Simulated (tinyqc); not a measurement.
# Gate sheet resistance from two finger widths

Problem. At low frequency R = Rsh Wf/(3 L) + B/Wf, where B collects the channel and vertical terms. Find Rsh, B and the width of lowest R.

Values chosen for this exercise: channel length L = 0.34 um.

input resistance of single fingers, contacted at one end, of width 1.7 and 5.1 um (ohm): [82.470588, 43.490196]

Answer. R Wf is a straight line in Wf^2; the minimum of R lies where both terms are equal.

Rsh = 3.60 ohm/square
B = 130 ohm um
width of lowest R = 6.07 um

tinyqc, about 0.01 s, one thread, Intel Xeon 2.30GHz (shared host): `OMP_NUM_THREADS=1 python tinyqc.py 2262196 2262197 out.jsonl`
